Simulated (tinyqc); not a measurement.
Reverse leakage of an n+-p junction: diffusion, generation, trap-assisted and band-to-band tunnelling: leakage components against the reverse bias.

One-sided abrupt junction in the depletion approximation, x from the junction (0) to W on the p side, field F = F0 (1 - x/W). Flat quasi-Fermi levels, long p side. Traps generate through SRH with both lifetimes shortened by 1 + Gamma (Hurkx enhancement, form for moderate fields); band-to-band generation is local and needs a total bending above Eg.

ni = sqrt(Nc Nv) exp(-Eg/(2 Vt)), Eg in volts; Vbi = Vt ln(Na Nd/ni^2); W = sqrt(2 eps0 eps_r (Vbi + VR)/(q Na)); F0 = 2 (Vbi + VR)/W; FG = sqrt(24 mt m0 (kB T)^3)/(q hbar); J_diff = q ni^2 sqrt(Dn/tau)(1 - exp(-VR/Vt))/Na. u = (Vbi + VR)(1 - x/W)^2, p = Na exp(-u/Vt), n = Nd exp((u - Vbi - VR)/Vt); G0 = ni^2 (1 - exp(-VR/Vt))/(tau (n + p + 2 ni cosh(Et/Vt))); Gamma = 2 sqrt(3 pi)(F/FG) exp((F/FG)^2); trap-assisted part G0 Gamma; G_bb = Ab F^2.5 exp(-Bb/F) with F in V/cm, zero unless Vbi + VR > Eg. Currents are q times the integrals over 0 to W; J_bb under 1e-8 of J is printed as 0; rows with F0/FG above 2.2, beyond the range of this Gamma, are left out.

Inputs (values chosen for the exercise); band and dielectric values close to those of silicon:
- T = 400 K (temperature)
- Eg = 1.11 eV (band gap)
- eps_r = 11.9 (relative permittivity)
- Nc = 4.25e19 cm^-3 (conduction-band density of states at T)
- Nv = 4.14e19 cm^-3 (valence-band density of states at T)
- Na = 2.3e17 cm^-3 (acceptor density of the lighter side)
- Nd = 1e20 cm^-3 (donor density of the heavier side)
- tau = 1e-7 s (SRH lifetime of both carriers at zero field)
- Et = 0 eV (trap level above the intrinsic level)
- mt = 0.25 m0 (tunnelling mass)
- Dn = 6.3 cm^2/s (electron diffusion coefficient on the lighter side)
- Ab = 4.5e14 cm^-0.5 V^-2.5 s^-1 (band-to-band prefactor)
- Bb = 1.9e7 V/cm (band-to-band field constant)

Constants: q = 1.602176634e-19 C, kB = 1.380649e-23 J/K, hbar = 1.054571817e-34 J s, m0 = 9.1093837015e-31 kg, Vt = kB T/q, eps0 = 8.8541878128e-14 F/cm where lengths are in cm. Results are converted to the units shown.

Results:

| VR (V) | F0 (kV/cm) | F0/FG | J_diff (A/cm^2) | J_SRH (A/cm^2) | J_TAT (A/cm^2) | J_bb (A/cm^2) | J (A/cm^2) | largest part |
|---|---|---|---|---|---|---|---|---|
| 0.2 | 285 | 0.502 | 1.00e-7 | 4.71e-6 | 1.01e-5 | 0 | 1.49e-5 | trap-assisted tunnelling |
| 0.7 | 341 | 0.600 | 1.01e-7 | 1.18e-5 | 3.24e-5 | 0 | 4.43e-5 | trap-assisted tunnelling |
| 1.2 | 389 | 0.685 | 1.01e-7 | 1.74e-5 | 5.71e-5 | 0 | 7.47e-5 | trap-assisted tunnelling |
| 1.7 | 431 | 0.760 | 1.01e-7 | 2.22e-5 | 8.48e-5 | 0 | 1.07e-4 | trap-assisted tunnelling |
| 2.2 | 470 | 0.828 | 1.01e-7 | 2.64e-5 | 1.16e-4 | 0 | 1.42e-4 | trap-assisted tunnelling |
| 2.7 | 506 | 0.891 | 1.01e-7 | 3.02e-5 | 1.50e-4 | 0 | 1.80e-4 | trap-assisted tunnelling |
| 3.7 | 571 | 1.01 | 1.01e-7 | 3.71e-5 | 2.31e-4 | 2.72e-11 | 2.68e-4 | trap-assisted tunnelling |
| 4.2 | 601 | 1.06 | 1.01e-7 | 4.02e-5 | 2.78e-4 | 1.77e-10 | 3.18e-4 | trap-assisted tunnelling |

Estimate the missing row, VR = 3.2 V.

Computed row:

| VR (V) | F0 (kV/cm) | F0/FG | J_diff (A/cm^2) | J_SRH (A/cm^2) | J_TAT (A/cm^2) | J_bb (A/cm^2) | J (A/cm^2) | largest part |
|---|---|---|---|---|---|---|---|---|
| 3.2 | 539 | 0.950 | 1.01e-7 | 3.38e-5 | 1.88e-4 | 3.04e-12 | 2.22e-4 | trap-assisted tunnelling |

With this row back in the table: J rises from 1.49e-5 to 3.18e-4 A/cm^2. Trap-assisted tunnelling leads at VR = 0.2 and in all other rows. The ratio J_TAT/J_SRH goes from 2.15 to 6.93 as F0/FG goes from 0.502 to 1.06.

Range of the model: The n+ side is degenerate, so Vbi from Boltzmann statistics is only a guide.

tinyqc, about 0.01 s, one thread, Intel Xeon 2.30GHz (shared host): `OMP_NUM_THREADS=1 python tinyqc.py 2290045 2290046 out.jsonl`
